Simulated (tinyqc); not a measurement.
Bandgap voltage reference from two bipolar transistors: effect of the output resistor at T0.

Two transistors of area 1 and N carry the same current I. Is(T) = Is (T/T0)^eta exp[(Vg0 q/kB)(1/T0 - 1/T)], VBE1 = Vt ln(I/Is(T)) + I rb, VBE2 = Vt ln(I/(N Is(T))) + I rb/N. The amplifier forces I R1(T) = VBE1 - VBE2 + Vos, with R(T) = R (1 + tc (T - T0)) for both resistors, and the output is Vref = VBE1 + I R2(T). Base currents and the Early effect are neglected.

Vt = kB T/q; I = (Vt ln N + Vos)/(R1(T) - rb (1 - 1/N)). Box coefficient: span of Vref between 233 and 398 K over its average over T and over 165 K. The last column is the R2 that gives zero slope at T0.

Values chosen for this exercise; values of the order met in silicon bipolar transistors: reference temperature T0 = 300 K; band-gap voltage extrapolated to 0 K Vg0 = 1.201 V; temperature exponent of the saturation current eta = 3.3; saturation current of the unit transistor at T0 Is = 8.5e-16 A; area ratio of the second transistor N = 8; resistor across which the difference of VBE falls, at T0 R1 = 16 kohm; temperature coefficient of both resistors tc = 1200 ppm/K; offset of the amplifier Vos = 0 mV; series resistance of the unit transistor rb = 110 ohm.

Constants: q = 1.602176634e-19 C, kB = 1.380649e-23 J/K. Results are converted to the units shown.

Results:

| R2 (kohm) | I at T0 (uA) | Vref at T0 (V) | slope at T0 (uV/K) | box coefficient (ppm/K) | R2 for zero slope (kohm) |
|---|---|---|---|---|---|
| 190.4 | 3.380 | 1.215 | -186.6 | 162.4 | 207.0 |
| 196.6 | 3.380 | 1.236 | -116.9 | 103.0 | 207.0 |
| 207 | 3.380 | 1.271 | 0.05003 | 17.87 | 207.0 |
| 211.1 | 3.380 | 1.285 | 46.15 | 30.52 | 207.0 |
| 217.3 | 3.380 | 1.306 | 115.9 | 80.79 | 207.0 |
| 223.6 | 3.380 | 1.328 | 186.7 | 132.7 | 207.0 |

Estimate the missing row, R2 = 202.9 kohm.

Computed row:

| R2 (kohm) | I at T0 (uA) | Vref at T0 (V) | slope at T0 (uV/K) | box coefficient (ppm/K) | R2 for zero slope (kohm) |
|---|---|---|---|---|---|
| 202.9 | 3.380 | 1.258 | -46.05 | 45.55 | 207.0 |

With this row back in the table: As R2 goes from 190.4 to 223.6, Vref rises from 1.215 to 1.328 V and the box coefficient goes from 162 through a minimum of 17.9 (at R2 = 207 among the rows listed) to 133 ppm/K. One per cent in R2 moves the slope by 23.3 uV/K.

tinyqc, about 0.03 s, one thread, Intel Xeon 2.30GHz (shared host): `OMP_NUM_THREADS=1 python tinyqc.py 2062191 2062192 out.jsonl`
